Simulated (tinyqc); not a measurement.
FCI on RHF in the 6-31g basis, for H2, spin multiplicity 1, step by step. One step of it, computed by the program tinyqc.

Problem. Integrals over molecular orbitals. (pq|rs) = sum C_ip C_jq C_kr C_ls (ij|kl), one index at a time.

coefficients C:
```
            MO1        MO2        MO3        MO4
1H 1s  0.272442   0.182947   0.898147  -0.952039
1H 2s  0.354572   1.089872  -0.699671   1.164035
2H 1s  0.272442  -0.182947   0.898147   0.952039
2H 2s  0.354572  -1.089872  -0.699671  -1.164035
```

core Hamiltonian H = T + V (hartree):
```
           1H 1s      1H 2s      2H 1s      2H 2s
1H 1s  -0.732339  -0.793145  -0.358088  -0.514561
1H 2s  -0.793145  -0.830795  -0.514561  -0.671403
2H 1s  -0.358088  -0.514561  -0.732339  -0.793145
2H 2s  -0.514561  -0.671403  -0.793145  -0.830795
```

Two-electron integrals (ij|kl) in chemists' order, unique and non-zero (hartree):
```
(11|11) 1.076566   (21|11) 0.578470   (21|21) 0.329423   (22|11) 0.587396
(22|21) 0.361304   (22|22) 0.453150   (31|11) 0.144702   (31|21) 0.085266
(31|22) 0.098176   (31|31) 0.032197   (32|11) 0.199253   (32|21) 0.125367
(32|22) 0.162886   (32|31) 0.052395   (32|32) 0.101720   (33|11) 0.470681
(33|21) 0.304436   (33|22) 0.417192   (33|31) 0.144702   (33|32) 0.312526
(33|33) 1.076566   (41|11) 0.312526   (41|21) 0.179347   (41|22) 0.199115
(41|31) 0.052395   (41|32) 0.079444   (41|33) 0.199253   (41|41) 0.101720
(42|11) 0.373110   (42|21) 0.232208   (42|22) 0.299077   (42|31) 0.075203
(42|32) 0.136028   (42|33) 0.373110   (42|41) 0.136028   (42|42) 0.221737
(43|11) 0.304436   (43|21) 0.195478   (43|22) 0.266352   (43|31) 0.085266
(43|32) 0.179347   (43|33) 0.578470   (43|41) 0.125367   (43|42) 0.232208
(43|43) 0.329423   (44|11) 0.417192   (44|21) 0.266352   (44|22) 0.364889
(44|31) 0.098176   (44|32) 0.199115   (44|33) 0.587396   (44|41) 0.162886
(44|42) 0.299077   (44|43) 0.361304   (44|44) 0.453150
```

Give: one-electron integrals over orbitals h = C^T H C; Two-electron integrals over orbitals.

Solution.

one-electron integrals over orbitals h = C^T H C (hartree):
```
        1       2       3      4
1  -1.045   0.000  -0.123  0.000
2   0.000  -0.626   0.000  0.185
3  -0.123   0.000   0.057  0.000
4   0.000   0.185   0.000  0.125
```

Two-electron integrals over orbitals (pq|rs), unique and non-zero (hartree):
```
(11|11) 0.542    (21|21) 0.116    (22|11) 0.440    (22|22) 0.406
(31|11) 0.123    (31|22) 0.073    (31|31) 0.088    (32|21) 0.023
(32|32) 0.042    (33|11) 0.494    (33|22) 0.410    (33|31) 0.118
(33|33) 0.477    (41|21) -0.079   (41|32) -0.056   (41|41) 0.101
(42|11) -0.132   (42|22) -0.078   (42|31) -0.081   (42|33) -0.124
(42|42) 0.085    (43|21) -0.131   (43|32) -0.052   (43|41) 0.123
(43|43) 0.186    (44|11) 0.540    (44|22) 0.447    (44|31) 0.158
(44|33) 0.523    (44|42) -0.157   (44|44) 0.595
```
